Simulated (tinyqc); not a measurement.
Longitudinal sound in a periodic multilayer: transfer matrices, stop bands and folded phonons. Changing the density rho_2. Computed by tinyqc, a small Python program. Command: `OMP_NUM_THREADS=1 python tinyqc.py 3022901 3022902 out.jsonl multilayer sweep`. One thread of a shared host (Intel(R) Xeon(R) Processor @ 2.30GHz), about 0.01 s of CPU time with the checks.

Layers 1 and 2 repeat with period d = d_1 + d_2; waves travel normal to the layers, without loss. State vector (u, s): displacement u and stress divided by omega. Impedances Z = rho v are in 1e6 kg/(m^2 s).

Inputs (values chosen for the exercise, modelled on silica (layer 1), hafnia (layer 2) and silicon (substrate)):

| quantity | value | unit |
|---|---|---|
| density rho_1 | 2.19 | g/cm^3 |
| velocity v_1 | 6040 | m/s |
| thickness d_1 | 468 | nm |
| velocity v_2 | 5530 | m/s |
| thickness d_2 | 431 | nm |
| substrate density | 2.37 | g/cm^3 |
| substrate velocity | 8290 | m/s |
| periods N | 4 | - |

Method:
- Z = rho v; interface reflection r = (Z_2 - Z_1)/(Z_2 + Z_1) (stress amplitude, from 1 into 2); Bragg frequency f_B = 1/[2 (d_1/v_1 + d_2/v_2)]; long-wave velocity v_eff = d/sqrt[(d_1/v_1)^2 + (d_2/v_2)^2 + (Z_1/Z_2 + Z_2/Z_1)(d_1/v_1)(d_2/v_2)].
- A layer maps (u, s) by [[cos p, sin p/Z], [-Z sin p, cos p]], p = 2 pi f d_i/v_i; one period is M = M_2 M_1, and cos(q d) = trace(M)/2.
- For N periods A = M^N. A wave comes from a thick layer of material 1 and leaves into the substrate (Z_s): transmitted power T = 4 Z_1 Z_s/|Z_1 A_22 + Z_s A_11 - i (Z_1 Z_s A_12 - A_21)|^2, reflected power R = 1 - T.
- Gap m contains m f_B; its edges, where trace(M)/2 = (-1)^m, are found by root search. Weak-contrast estimate of the width: (4 f_B/pi) |r sin(m pi a)|, a = (d_1/v_1)/(d_1/v_1 + d_2/v_2).

One run for each value:

| density rho_2 (g/cm^3) | width/f_B (%) | transmitted power at f_B | interface reflection r | long-wave velocity v_eff (m/s) |
|---|---|---|---|---|
| 2.63 | 6.04 | 9.6772e-01 | 0.04740 | 5777.8 |
| 3.70 | 27.55 | 1.6589e-01 | 0.21471 | 5649.3 |
| 5.21 | 48.35 | 1.1660e-02 | 0.37070 | 5372.2 |
| 7.33 | 67.83 | 7.6378e-04 | 0.50792 | 4982.6 |
| 10.30 | 85.65 | 5.0265e-05 | 0.62307 | 4524.2 |
| 14.50 | 101.75 | 3.2586e-06 | 0.71679 | 4033.3 |
| 20.40 | 115.99 | 2.1230e-07 | 0.79010 | 3545.6 |
| 28.70 | 128.43 | 1.3833e-08 | 0.84614 | 3082.8 |

Over the rows, width/f_B (%) rises from 6.04 to 128 (exponent d ln y / d ln x 4.4 between the first rows and 0.30 between the last); transmitted power at f_B falls from 0.968 to 1.38e-8 (exponent d ln y / d ln x -5.2 between the first rows and -8.0 between the last); interface reflection r rises from 0.0474 to 0.846 (exponent d ln y / d ln x 4.4 between the first rows and 0.20 between the last). Contrast widens the gap and deepens it; it also slows long waves, since the soft layer sets the stiffness and the heavy one the mass.

Caution (rows 20.4, 28.7): so small a transmitted power at f_B holds only for perfect layers and strictly normal incidence.
